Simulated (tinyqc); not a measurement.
Inside a calculation. Model: resistance of a source-drain extension with a graded tip.

Numbers from tinyqc (`OMP_NUM_THREADS=1 python tinyqc.py 2282292 2282293 out.jsonl`; about 0.03 s on one thread of a shared Intel Xeon 2.30GHz). Printed values are rounded.

y runs along the channel, the gate covers y > 0. The doping is N0 for y < y0 and N0 10^(-(y - y0)/la) beyond, uniform over the depth xj. Sheet conductance s(y) = q mu(N) max(N - Nch, 0) xj + (for y > 0) ma Cox Vo, with mu(N) = u0 + (u1 - u0)/(1 + (N/Nr)^au) and Cox = eps0 eox/tox. Current is taken as one-dimensional; depletion of the tip, spreading and the contact are left out. The metallurgical junction lies at yj, where N = Nch.

Inputs (values chosen for the exercise); mobility law close to that of electrons in silicon:
- eox = 3.9 (relative permittivity of the gate insulator (close to silicon dioxide))
- tox = 1.2 nm (insulator thickness)
- N0 = 1.2e20 cm^-3 (active doping of the extension far from the gate)
- la = 4.6 nm/decade (lateral abruptness)
- y0 = 3.9 nm (position under the gate where the fall begins (gate edge at 0))
- xj = 27 nm (depth of the extension)
- Nch = 4.9e17 cm^-3 (channel doping)
- Vo = 0.58 V (gate overdrive)
- ma = 150 cm^2/(V s) (mobility of the gate-induced layer)
- u1 = 1414 cm^2/(V s) (mobility at low doping)
- u0 = 68.5 cm^2/(V s) (mobility at high doping)
- Nr = 9.2e16 cm^-3 (reference doping)
- au = 0.711 (exponent)
- Lg = 50 nm (gate length)

Constants: q = 1.602176634e-19 C, eps0 = 8.8541878128e-14 F/cm where lengths are in cm. Results are converted to the units shown.

## Sheet resistances and junction position

yj = y0 + la log10(N0/Nch); sheet resistance of the full extension 1/[q mu(N0)(N0 - Nch) xj] and of the gate-induced layer 1/(ma Cox Vo); metallurgical length Lg - 2 yj; ye is where the doped and the gate-induced conductances are equal.

yj = 14.8893 nm
sheet resistance of the extension = 252.351 ohm/square
sheet resistance of the induced layer = 3994.37 ohm/square
metallurgical length = 20.2213 nm
ye = 10.5280 nm
N at ye = 4.34819e18 cm^-3

The gate takes over 4.36 nm before the junction, where N is still 8.87 times the channel doping.

## Resistance of the overlapped part

Midpoint rule on 8 equal steps from 0 to yj: R_ov = sum h/s(y), per width.

```
point	y (nm)	N (cm^-3)	doped conductance (uS)	sheet resistance (ohm/square)
0	0.930583	1.2e20	3962.74	237.356
1	2.79175	1.2e20	3962.74	237.356
2	4.65292	8.23197e19	2801.29	327.693
3	6.51408	3.24267e19	1229.23	675.868
4	8.37525	1.27732e19	572.007	1216.01
5	10.2364	5.03152e18	279.776	1886.34
6	12.0976	1.98198e18	132.183	2614.14
7	13.9587	7.80723e17	38.9716	3456.34
```

R_ov = 19.823 ohm um

The exact integral is 19.903 ohm um; the coarse sum is 0.40 % below it.
